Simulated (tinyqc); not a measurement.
Band offset from the macroscopic average of a supercell potential: sweeps and comparisons. A value that a table varies takes the place of the one given here.

A model of the planar-averaged electrostatic energy of an electron in a periodic cell of N1 periods of A (L1 = N1 n1 h) and N2 periods of B (L2 = N2 n2 h), on z_j = j h: V(z) = f VA + (1 - f) VB + F t(z), VA = V1[0] + V1[1] cos(2 pi z/(n1 h)) + V1[2] cos(4 pi z/(n1 h)), VB the same with V2, n2 and z - L1. f = [tanh(z/w) - tanh((z - L1)/w) + tanh((z - L1 - L2)/w)]/2 + 1/2; t(z) = z - L1/2 in A and (L1/L2)(L1 + L2/2 - z) beyond, so that the cell is periodic.

Running mean over n points, periodic: for odd n the plain mean of the n points centred on j; for even n the n + 1 points with half weight at both ends. The macroscopic average applies the mean over n1 points and then over n2 points.

dEv = Ev(A) - Ev(B) = Ev1 - (dV + Ev2); dEc = Ec(B) - Ec(A) = Eg2 - Eg1 - dEv. The correction of a gap, c = Eg[1] - Eg[0], lowers the valence top by fv c and leaves dV, a ground-state quantity, as it is. Type I: dEv and dEc of one sign; II: opposite signs; III: no overlap of the gaps.

Parameters, chosen for this exercise (gaps near those of GaAs and AlAs; not measured data):
- h = 0.3 angstrom (grid step)
- n1 = 5 (grid points per period of A)
- n2 = 6 (grid points per period of B)
- V1 = (-7.34, 4.76, -0.08) eV (mean and two harmonics of the potential in A)
- V2 = (-5.98, 2.45, -0.42) eV (the same in B)
- w = 0.48 angstrom (width of the interfaces)
- N1 = 4 (periods of A)
- N2 = 5 (periods of B)
- F = 0.003 eV/angstrom (slope in A from opposite charges on the two interfaces)
- Ev1 = 5.53 eV (valence top of bulk A above its mean potential)
- Eg1 = (0.49, 1.53) eV (gap of A: semi-local value, corrected value)
- Ev2 = 3.68 eV (valence top of bulk B above its mean potential)
- Eg2 = (1.37, 2.25) eV (gap of B: semi-local value, corrected value)

## How thick the regions must be

N1 = N2 = N, no slope (F = 0); dV is read at j = floor(N n1/2) and N n1 + floor(N n2/2). The exact value is V2[0] - V1[0].

Results:
```
N  L1 (angstrom)  dV (eV)  error (meV)
1           1.50   0.7111      -648.93
2           3.00   1.3376       -22.36
3           4.50   1.3423       -17.67
4           6.00   1.3600        -0.02
5           7.50   1.3600        -0.03
6           9.00   1.3600         0.00
```

What can be read from the table?

The error is below 10 meV from N = 4 on. The two windows together span 3.30 angstrom and must fit between the interface tails, which fall as exp(-2 z/w); the errors at N = 2, 3 and 4 are -22.36, -17.67 and -0.02 meV.

## The choice of windows

dV read at j = 10 and 35 after means over the numbers of points listed; ripple is the spread over the five points around each.

Results:
```
windows  dV (eV)  ripple in A (meV)  ripple in B (meV)
none      -6.190               8557               4306
5 only     0.954                  4                610
6 only     2.006               1166                  2
6, 7       1.213                261                  2
5, 6       1.360                  4                  2
```

Which rows can be used, and how does a wrong window show?

The last row matches both periods and lies 0 meV from the value of a thick cell, V2[0] - V1[0] = 1.360 eV. Against it the raw potential errs by -7.55 eV. No other row is within 20 meV of it. A window one point too long leaves a ripple of 1166 meV in A, against 4 meV in the last row: the ripple is the sign to look for. Rows to use, with under 30 meV of ripple in both regions once the tilt is taken off: 5, 6. A row with a large ripple can hit the right value only by chance.

## Where the gap correction goes

dV = B - A = 1.3600 eV

fv1 and fv2 are varied.

Offsets (eV):
```
fv1  fv2     dEv     dEc
0.0  0.0   0.490   0.230
0.5  0.5   0.410   0.310
1.0  1.0   0.330   0.390
0.0  1.0   1.370  -0.650
1.0  0.0  -0.550   1.270
0.3  0.7   0.794  -0.074
```

What can be read from the table?

dEv + dEc = 0.720 eV in every row, but dEv alone spans 1.92 eV, the sum of the two corrections. A scissor on the conduction bands alone (first row) keeps the semi-local dEv; with equal shares fv the shift is fv times the difference of the corrections, -0.16 eV, against their sum of 1.92 eV: most of the error cancels if the shares are alike.

Computed by tinyqc, a small Python program: `OMP_NUM_THREADS=1 python tinyqc.py 1881168 1881169 out.jsonl` (the numbers bound the seed that draws the inputs); one thread of a shared host (Intel(R) Xeon(R) Processor @ 2.30GHz), about 0.01 s for the whole set of steps.
